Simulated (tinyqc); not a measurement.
Changing the cell length L: finite-size error of a charged defect in a periodic cell: Madelung and Makov-Payne terms. Computed by tinyqc, a small Python program. Command: `OMP_NUM_THREADS=1 python tinyqc.py 3018712 3018713 out.jsonl imagecharge sweep`. One thread of a shared host (Intel(R) Xeon(R) Processor @ 2.30GHz), about 0.1 s of CPU time with the checks.

L is the cube root of the cell volume. The defect charge is a Gaussian, rho(r) = q (2 pi sigma^2)^(-3/2) exp(-r^2/2 sigma^2), repeated periodically in a uniform neutralising background and screened by a continuum. The model cell energy is E(L) = E_0 + [periodic - isolated electrostatic energy].

Inputs (values chosen for the exercise, for a model uniaxial host):
```
quantity                                     value      unit
charge q                                         1         e
dielectric constant eps_xy                    13.7         -
dielectric constant eps_z                     21.1         -
axis ratio c/a                               0.683         -
width sigma of the defect charge              0.95  angstrom
formation energy of the isolated defect E_0  4.034        eV
```

Supercell lattice: hexagonal. Screening: uniaxial.

Constants: e^2/(4 pi eps_0) = 14.39964548 eV angstrom.

Method:
- Cell vectors: (1,0,0), (-1/2,sqrt(3)/2,0), (0,0,c/a), scaled to volume L^3.
- Ewald sum for a unit point charge: scale each Cartesian component of the cell by 1/sqrt(eps_i), giving R', G' and V'; E = [ (1/2) sum erfc(eta R')/R' + (2 pi/V') sum exp(-G'^2/4 eta^2)/G'^2 - eta/sqrt(pi) - pi/(2 V' eta^2) ] e^2/(4 pi eps_0) / sqrt(eps_x eps_y eps_z), over n_i = -6..6, omitting n = (0,0,0), eta = 2/V'^(1/3). alpha = -2 E eps_g L/(e^2/(4 pi eps_0)), eps_g = (eps_x eps_y eps_z)^(1/3).
- Periodic energy of the Gaussian: (2 pi q^2/V) sum_(G != 0) exp(-sigma^2 G^2)/(G.eps.G) x e^2/(4 pi eps_0), n_i = -k..k with k = max(9, L/sigma rounded up). Isolated energy: q^2/(2 sqrt(pi) sigma) <1/(n.eps.n)> e^2/(4 pi eps_0), the mean over directions n (64 Gauss-Legendre points in cos(theta)).

One run for each value:
```
cell length L (angstrom)  finite-size error (eV)  point-charge correction -q^2 E (eV)  E(L) (eV)
6.5                                     -0.16717                              0.18119     3.8668
8.1                                     -0.13826                              0.14540     3.8957
10.0                                    -0.11402                              0.11778     3.9200
13.0                                    -0.08890                              0.09060     3.9451
16.0                                    -0.07270                              0.07361     3.9613
19.0                                    -0.06145                              0.06199     3.9726
24.0                                    -0.04881                              0.04907     3.9852
30.0                                    -0.03912                              0.03926     3.9949
```

Over the rows, finite-size error (eV) rises from -0.167 to -0.0391 (exponent d ln y / d ln x -0.86 between the first rows and -0.99 between the last); point-charge correction -q^2 E (eV) falls from 0.181 to 0.0393 (exponent d ln y / d ln x about -1.00 throughout); E(L) (eV) rises from 3.87 to 3.99 (exponent d ln y / d ln x 0.034 between the first rows and 0.011 between the last). At the high end the exponent of finite-size error is -0.99, close to -1: the Madelung term rules in large cells. The exponent of point-charge correction -q^2 E stays at -1: the Madelung term goes as 1/L.
